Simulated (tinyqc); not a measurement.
Short-channel transistor, virtual-source model with series resistance: two steps of the calculation.

The current per gate width is the charge at the top of the source barrier (the virtual source) times its velocity times a saturation function; al and be are fitting constants of the model. Units: I in uA/um, Rs in ohm um, so I Rs = 1e-6 I Rs in volts; Q in uC/cm^2, so I = 1e-4 Q vx0 Fsat with vx0 in cm/s.

Inputs (values chosen for the exercise):

| symbol | value | unit | meaning |
|---|---|---|---|
| T | 300 | K | temperature |
| Cinv | 1.77 | uF/cm^2 | inversion capacitance |
| vx0 | 9.53e6 | cm/s | velocity at the virtual source |
| mu | 950 | cm^2/(V s) | apparent mobility |
| L | 32 | nm | channel length |
| VT0 | 0.292 | V | threshold at zero drain voltage |
| dl | 0.049 | V/V | drain-induced barrier lowering |
| n0 | 1.28 |  | subthreshold factor |
| nd | 0.1 | 1/V | growth of n with drain voltage |
| al | 3.5 |  | threshold shift (in units of Vt) from weak to strong inversion |
| be | 1.8 |  | sharpness of saturation |
| Rs | 200 | ohm um | series resistance of each contact |
| Vgs | 0.6 | V | gate voltage |
| Vds | 0.6 | V | drain voltage |

Constants: q = 1.602176634e-19 C, kB = 1.380649e-23 J/K, Vt = kB T/q. Results are converted to the units shown.

Task 1. Current through the series resistance. Intrinsic voltages Vg' = Vgs - I Rs, Vd' = Vds - 2 I Rs. n = n0 + nd Vd', VT = VT0 - dl Vd', Ff = 1/(1 + exp((Vg' - VT + al Vt/2)/(al Vt))), Q = Cinv n Vt ln(1 + exp((Vg' - VT + al Vt Ff)/(n Vt))), Vdsat = (vx0 L/mu)(1 - Ff) + Vt Ff, Fsat = u/(1 + u^be)^(1/be) with u = Vd'/Vdsat, and I(out) = Q vx0 Fsat per width. (Fsat takes the sign of u.) I(new) = I(out).

I after iteration 2 = 364.16517 uA/um

Find: Vg'; Vd'; VT; Ff; Q; Vdsat; Fsat; I(out); I after iteration 3.

Result 1.

Vg' = 0.52717 V
Vd' = 0.45433 V
VT = 0.26974 V
Ff = 0.034056
Q = 0.46113 uC/cm^2
Vdsat = 0.031888 V
Fsat = 0.99537
I(out) = 437.43 uA/um
I after iteration 3 = 437.43 uA/um

Task 2. What the series resistance costs. n = n0 + nd Vd', VT = VT0 - dl Vd', Ff = 1/(1 + exp((Vg' - VT + al Vt/2)/(al Vt))), Q = Cinv n Vt ln(1 + exp((Vg' - VT + al Vt Ff)/(n Vt))), Vdsat = (vx0 L/mu)(1 - Ff) + Vt Ff, Fsat = u/(1 + u^be)^(1/be) with u = Vd'/Vdsat, and I = Q vx0 Fsat per width. I0 is the current for Rs = 0. Effective velocity I/Q; transit time L Q/I.

converged I = 418.08176 uA/um
I0 = 569.70737 uA/um

Find: loss against I0; effective velocity; transit time.

Result 2.

loss against I0 = 26.615 %
effective velocity = 9.4820e6 cm/s
transit time = 0.33748 ps

The carriers leave the virtual source at 99.5 % of vx0: the device is in saturation.

Program tinyqc, `OMP_NUM_THREADS=1 python tinyqc.py 2380085 2380086 out.jsonl`; Intel Xeon 2.30GHz, shared host, one thread, about 0.01 s.
